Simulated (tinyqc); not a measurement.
Counting rate against photon rate.

True rate n = nph PDP (dark counts neglected); measured n/(1 + n td) for a non-paralysable detector, n exp(-n td) for a paralysable one.

Values chosen for this exercise:
- td = 50 ns (dead time)

PDP = 0.199

Results:
```
nph (1/s)      n td  non-paralysable (1/s)  paralysable (1/s)
1e6        0.009950                1.970e5            1.970e5
2.3e6       0.02288                4.475e5            4.473e5
1.2e7        0.1194                2.133e6            2.119e6
2.8e7        0.2786                4.358e6            4.217e6
6.6e7        0.6567                7.928e6            6.811e6
1.5e8         1.492                1.198e7            6.711e6
3.5e8         3.482                1.554e7            2.140e6
8e8           7.960                1.777e7            5.559e4
```

Estimate the missing row, nph = 5.3e6 1/s.

Computed row:
```
nph (1/s)     n td  non-paralysable (1/s)  paralysable (1/s)
5.3e6      0.05273                1.002e6            1.001e6
```

With this row back in the table: The non-paralysable rate climbs towards 1/td = 2.00e7 1/s and reaches 0.888 of it. The paralysable rate goes from 1.97e5 through a maximum of 6.81e6 (at nph = 6.6e7 1/s among the rows listed) to 55600 1/s; its true maximum, 1/(e td) = 7.36e6 1/s, lies at n td = 1, so a measured rate below that has two possible causes.

Computed by the program tinyqc: `OMP_NUM_THREADS=1 python tinyqc.py 2630030 2630031 out.jsonl`, one thread of a shared Intel Xeon 2.30GHz, about 0.01 s for the whole run.
